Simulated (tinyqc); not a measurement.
Comparisons within one model: donors on two lattice sites with valley-orbit split states. A value that a table varies takes the place of the one given here.

Each donor binds at most one electron, in any of its states. For a site s, W_s = sum over its states of g exp(E/kT), and the ionised share is 1/(1 + W_s exp(eta)), eta = (EF - Ec)/kT; n = Nc F_1/2(eta); neutrality n + NA = ND x (mean ionised share, the two sites in equal numbers); holes are neglected. Nc from N = 2 (m kB T/(4 pi c))^(3/2) with c = hbar^2/2m0, in 1/angstrom^3; times 1e24 for 1/cm^3, m = md. F_j(eta) = (1/Gamma(j + 1)) integral_0^infinity x^j dx/(1 + exp(x - eta)), which tends to exp(eta) for eta << 0.

Mobility (Caughey-Thomas form): mu = mu0 + (mu1 (T/300)^(-ga) - mu0)/(1 + ((ND + NA)/Nr)^de); rho = 1/(e n mu), e = 1.602176634e-19 C.

Constants: hbar^2/2m0 = 3.80998211 eV angstrom^2; kB = 8.617333262e-05 eV/K.

Parameters, chosen for this exercise (near those of nitrogen in 4H-SiC; the results hold for these values, not for the real material): md = 0.793 m0 (density-of-states mass of the conduction band); E = (61.2, 53.3, 126.9, 80.8) meV (binding energies of h ground, h excited, k ground, k excited); g = (2, 4, 2, 4) (their degeneracies with spin); ND = 6.4e+18 1/cm^3 (donors, half on each site); NA = 0 1/cm^3 (compensating acceptors, all ionised); T = 225 K; mu0 = 41 cm^2/(V s) (mobility at heavy doping); mu1 = 915 cm^2/(V s) (mobility at light doping and 300 K); Nr = 2.2e+17 1/cm^3 (reference doping); de = 0.61 (doping exponent); ga = 2.4 (temperature exponent).

## What the excited states change

The last columns keep only the ground state of each site (g = 2).

Results:
```
T (K)  effective degeneracy, h site    eta  n (1/cm^3)  n, ground states only  ratio
40                             2.40  -8.66    1.49e+14               1.64e+14  0.912
60                             2.87  -6.09    3.57e+15               4.28e+15  0.835
80                             3.27  -4.90    1.82e+16               2.32e+16  0.783
110                            3.74  -4.00    7.17e+16               9.75e+16  0.736
150                            4.17  -3.44    1.99e+17               2.82e+17  0.706
200                            4.53  -3.12    4.21e+17               6.03e+17  0.698
250                            4.77  -2.97    6.82e+17               9.68e+17  0.705
300                            4.95  -2.89    9.66e+17               1.35e+18  0.718
400                            5.18  -2.85    1.55e+18               2.10e+18  0.740
500                            5.33  -2.87    2.12e+18               2.80e+18  0.756
```

How do the results move?

The effective degeneracy grows from 2.40 to 5.33. Excited states hold electrons back, so the ratio is never above 1; it is lowest, 0.698, at 200 K of those listed, and 0.718 at 300 K. At low T the excited states empty out, and at high T more donors are ionised (n is 33 % of ND - NA in the last row), so the effect is largest in between.

## Ionisation and resistivity against doping

NA = 0.

Results:
```
ND (1/cm^3)  n (1/cm^3)   n/ND  mu (cm^2/(V s))  rho (ohm cm)  rho at full ionisation
1.0e+14        9.93e+13  0.993             1809          34.8                    34.5
1.0e+15        9.36e+14  0.936             1761          3.78                    3.54
1.0e+16        7.15e+15  0.715             1590         0.549                   0.393
3.0e+16        1.72e+16  0.574             1417         0.256                   0.147
1.0e+17        4.26e+16  0.426             1143         0.128                  0.0546
3.0e+17        9.10e+16  0.303              849        0.0808                  0.0245
1.0e+18        1.93e+17  0.193              548        0.0590                  0.0114
2.0e+18        2.89e+17  0.144              409        0.0528                 0.00762
```

What does this show, and why?

From 1e16 to 1e18 1/cm^3 rho falls by a factor 9.3, not 100: the mobility takes a factor 2.90 and incomplete ionisation 3.71. n/ND is below 0.9 from 1e+16 1/cm^3 on. Near 1e19 1/cm^3 and above the levels merge with the band, and already below that screening lowers the binding energy, so the last rows understate n.

## Compensation sets the slope of the freeze-out

NA = K ND. The slope energy is -d ln(n T^(-p))/d(1/kT) between 50 and 60 K, with p = 3/4 for K = 0 and p = 3/2 otherwise.

Results:
```
K       n(50 K) (1/cm^3)  n(60 K) (1/cm^3)  slope energy (meV)
0               9.95e+14          3.57e+15               29.51
0.0010          1.51e+14          1.60e+15               53.88
0.010           1.52e+13          1.95e+14               58.98
0.050           2.79e+12          3.60e+13               59.05
0.20            4.65e+11          6.00e+12               59.05
0.50            1.74e+08          8.33e+09               92.97
```

What does this show, and why?

Without acceptors the slope is 29.51 meV, against half the h-site ground-state energy, 30.60; with K = 0.05 it is 59.05 meV, against the full 61.2. The full energy (less a few meV where excited levels lie within a few kT) shows where n is far below NA, since the acceptors then hold EF near the donor level: n(60 K)/NA is 0.25 for K = 0.001 and 0.00011 for K = 0.05; where it is not small, the slope falls short of the full energy. At K = 0.5 the acceptors have taken as many electrons as there are h sites, EF sits between the two levels, and the slope is 93.0 meV against their mean of 94.1.

## What moves the carrier density

All results formed anew. Each row changes one parameter from the base and keeps the others.

Results:
```
case                                  eta  n (1/cm^3)  rho (ohm cm)
base                               -3.028   5.477e+17       0.04682
E = (66.2, 53.3, 126.9, 80.8) meV  -3.079   5.212e+17       0.04920
md = 0.872 m0                      -3.106   5.850e+17       0.04383
ND = 1.28e+19 1/cm^3               -2.654   7.902e+17       0.04412
NA = 6.4e+17 1/cm^3                -3.682   2.872e+17       0.09319
T = 255 K                          -2.956   7.097e+17       0.04636
Nr = 4.4e+17 1/cm^3                -3.028   5.477e+17       0.03427
```

How do the results move?

The largest shifts from the base row, up to three for each result and ties (the steps differ in size, so this ranks the rows, not the parameters). eta: NA -0.654, ND +0.374, md -0.078; unchanged at the printed digits by Nr. n (1/cm^3): NA -2.60e+17, ND +2.43e+17, T +1.62e+17; unchanged at the printed digits by Nr. rho (ohm cm): NA +0.0464, Nr -0.0125, md -0.00299.

tinyqc: `OMP_NUM_THREADS=1 python tinyqc.py 1650046 1650047 out.jsonl`; about 0.01 s, one thread, shared Intel(R) Xeon(R) Processor @ 2.30GHz.
